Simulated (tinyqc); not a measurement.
Frequency dispersion of an accumulation capacitance by border traps, distributed model: one step of the calculation.

Traps spread evenly through the insulator exchange electrons with the semiconductor by tunnelling, with tau(x) = t0 exp(2 ka x) at depth x from the interface. The admittance per area Y seen at depth x obeys dY/dx = -Y^2/(i w eps0 eox) + q Nb ln(1 + i w tau)/tau, with Y(0) = i w Cs and w = 2 pi f; the gate sees Y(tox) = G + i w C. Working variable y = Y/(i w), in uF/cm^2. Cox = eps0 eox/tox.

Problem. Capacitance and conductance at the gate. Beyond xe the traps are ignored, so 1/y(tox) = 1/y(xe) + (tox - xe)/(eps0 eox); C = Re y, G/w = -Im y, loss tangent G/(w C).

Parameters, values chosen for the exercise; permittivity close to that of hafnium oxide: relative permittivity of the insulator eox = 19.1; insulator thickness tox = 6.7 nm; depth down to which the steps are taken xe = 1.3 nm.

Constants: eps0 = 8.8541878128e-14 F/cm where lengths are in cm. Results are converted to the units shown.

y at xe = 1.7372594-0.0636579i uF/cm^2

Find: y at the gate; C; G/w; loss tangent.

Solution.

y at the gate = 1.118-0.026i uF/cm^2
C = 1.118 uF/cm^2
G/w = 0.02633 uF/cm^2
loss tangent = 0.02356

Computed by the program tinyqc: `OMP_NUM_THREADS=1 python tinyqc.py 2202025 2202026 out.jsonl`, one thread of a shared Intel Xeon 2.30GHz, about 0.5 s for the whole run.
